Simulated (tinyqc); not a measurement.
Inside a calculation. Method: plane-wave Kohn-Sham cycle with exchange-only LDA in a layered model solid. Computed by tinyqc, a small Python program that keeps every step. Settings: points = 16, plane-wave index or count = 3, electrons = 2, k points = 1, area = 11.0, mixing = 0.5, iteration cap = 62, Kerker q0 = 1.29. Command: `OMP_NUM_THREADS=1 python tinyqc.py 20326 20327 out.jsonl` (the two numbers bound the seeds that draw the settings). One thread of a shared host (Intel(R) Xeon(R) Processor @ 2.60GHz), about 0.02 s of CPU time with the checks.

A solid whose potential varies along x alone (atomic units):
```
parameter                      value
period a                   16.500000
cross-section of the cell  11.000000
electrons per cell                 2
grid points                       16
plane waves -n..n, n               3
k points                           1
V1 in V1 cos(2 pi x/a)     -0.660000
V2 in V2 cos(4 pi x/a)      0.180000
```

Stop when sqrt(dV sum R^2) is below 1e-8, dV = a A/N.

Course of the cycle:
```
iteration  E (hartree)  norm of the residual
1          -1.15847360              1.94e-01
2          -1.05493249              1.68e-01
3          -0.97297789              1.48e-01
4          -0.90809981              1.32e-01
5          -0.85600176              1.20e-01
6          -0.81337869              1.10e-01
7          -0.77794753              1.01e-01
8          -0.74818890              9.38e-02
9          -0.72307080              8.68e-02
10         -0.70185201              8.02e-02
11         -0.68396412              7.40e-02
...                ...                   ...
52         -0.60417494              5.59e-04
53         -0.60417474              4.92e-04
54         -0.60417459              4.33e-04
55         -0.60417448              3.81e-04
56         -0.60417439              3.35e-04
57         -0.60417433              2.95e-04
58         -0.60417427              2.60e-04
59         -0.60417424              2.29e-04
60         -0.60417421              2.01e-04
61         -0.60417418              1.77e-04
62         -0.60417416              1.56e-04
```

Can the last value be used, and what does the course show?

Not by the stop rule, although the second column moves by less than 1e-07 over the last three steps. Not converged within 62 iterations: the residual falls steadily but slowly, by a factor of about 0.88 a step. Reruns (cap 100 unless said): mixing 0.1: not converged; mixing 0.5, Kerker q0 1.0: not converged; mixing 0.3, Pulay depth 5: converged in 37 (E = -0.60417); the original settings with a cap of 400: not converged.
